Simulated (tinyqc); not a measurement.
Donor binding, ionisation and the Mott limit: one step of the calculation.

Hydrogenic donor: Ry = (m0 q^3/(8 eps0^2 h^2)) me/eps_r^2 in eV, E0 = cc Ry, radius a = q/(8 pi eps0 eps_r E0), Mott density Nm = (0.26/a)^3. Below Nm the level sinks as Ed = E0 [1 - (N/Nm)^(1/3)]. Neutrality: Nc F12(eta) = N/(1 + 2 exp(eta + Ed/kB T)), F12(x) = (2/sqrt(pi)) int_0^infinity sqrt(u)/(1 + exp(u - x)) du.

Question. Binding energy, radius and Mott density. The mean spacing of the donors is N^(-1/3).

Parameters, values chosen for the exercise; band and dielectric values close to those of silicon:

| symbol | value | unit | meaning |
|---|---|---|---|
| eps_r | 11.5 |  | relative permittivity |
| me | 0.258 | m0 | mass in the hydrogenic formula, set independently of Nc |
| cc | 1 |  | ratio of the true binding energy to the hydrogenic one |
| N | 1.5e16 | cm^-3 | donor density |

Constants: q = 1.602176634e-19 C, eps0 = 8.8541878128e-12 F/m, h = 6.62607015e-34 J s, m0 = 9.1093837015e-31 kg. Results are converted to the units shown.

Find: Ry; E0; a; Nm; spacing over a; Ed.

Answer.

Ry = 26.54 meV
E0 = 26.54 meV
a = 2.359 nm
Nm = 1.339e18 cm^-3
spacing over a = 17.19
Ed = 20.60 meV

Range of the model: A sharp level with degeneracy 2 overstates freeze-out near Nm, where the impurity band broadens and merges with the conduction band.

Numbers from tinyqc (`OMP_NUM_THREADS=1 python tinyqc.py 2330028 2330029 out.jsonl`; about 0.01 s on one thread of a shared Intel Xeon 2.30GHz).
